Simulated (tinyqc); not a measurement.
Worked calculation: one-electron ion in a basis of Gaussians. One step of it, computed by the program tinyqc.

Task: Matrices over normalised Gaussians. With p = a_i + a_j and I(k) = Gamma((k+1)/2) / (2 p^((k+1)/2)): S = I(2l+2), T = (2l+3) a_i a_j S / p, V = -Z I(2l+1), each divided by sqrt(S_ii S_jj).

exponents of r^l exp(-a r^2) (1/bohr^2): 0.514100  1.861000  6.737000  24.390000  88.290000

Z = 3

l = 0

Give: S; T; V.

Result:

S:
```
       1      2      3      4      5
1  1.000  0.748  0.368  0.152  0.059
2  0.748  1.000  0.747  0.368  0.152
3  0.368  0.747  1.000  0.747  0.368
4  0.152  0.368  0.747  1.000  0.748
5  0.059  0.152  0.368  0.748  1.000
```

T (hartree):
```
       1      2       3       4        5
1  0.771  0.903   0.527   0.229    0.091
2  0.903  2.792   3.270   1.908    0.829
3  0.527  3.270  10.105  11.838    6.906
4  0.229  1.908  11.838  36.585   42.856
5  0.091  0.829   6.906  42.856  132.435
```

V (hartree):
```
        1       2        3        4        5
1  -3.433  -3.900   -3.352   -2.562   -1.885
2  -3.900  -6.531   -7.420   -6.378   -4.874
3  -3.352  -7.420  -12.426  -14.117  -12.136
4  -2.562  -6.378  -14.117  -23.643  -26.861
5  -1.885  -4.874  -12.136  -26.861  -44.983
```
